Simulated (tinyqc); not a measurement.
Non-radiative capture by multiphonon emission, one effective mode: one step, computed by the program tinyqc. Command: `OMP_NUM_THREADS=1 python tinyqc.py 3031169 3031170 out.jsonl capture walk`. One thread of a shared host (Intel(R) Xeon(R) Processor @ 2.30GHz), about 0.01 s of CPU time with the checks.

The initial state (free carrier plus empty centre) lies dE above the final state; both have the same frequency and are displaced by dQ.

Problem. Scaled coefficient, cross-section and lifetime. Sommerfeld factor of an attractive centre: s(k) = 2 pi nu/(1 - exp(-2 pi nu)), nu = sqrt(Ry*/E), Ry* = Ry m/eps^2, averaged over (2/sqrt(pi)) sqrt(x) exp(-x) dx with x = E/k_B T = t^2 (trapezoid, t to 6 in steps of 0.01). C = s C_0; v = sqrt(3 k_B T/m); sigma = C/v; tau = 1/(C N_t).

Inputs (values chosen for the exercise, with mass, screening and phonons like those of diamond):
```
quantity                 value   unit
carrier mass m           0.554    m_0
dielectric constant eps   5.78      -
temperature T               77      K
defect density N_t       9e+13  cm^-3
```

Centre: attractive.

C_0 = 2.834338e-11 cm^3/s

Constants: Ry = 13.605693123 eV; k_B = 8.617333262e-05 eV/K; k_B = 1.380649e-23 J/K; m_0 = 9.1093837015e-31 kg.

Give: Sommerfeld factor s; capture coefficient C; thermal velocity v; cross-section sigma; capture time.

Solution.

Sommerfeld factor s = 41.34

capture coefficient C = 1.172e-09 cm^3/s

thermal velocity v = 7.950e+06 cm/s

cross-section sigma = 1.474e-16 cm^2

capture time = 9.482e-06 s

Caution: the largest term is not the one nearest energy conservation, so C_0 depends strongly on the broadening b. Caution: the effective Bohr radius is under 10 angstrom, so the effective-mass Sommerfeld factor is rough.
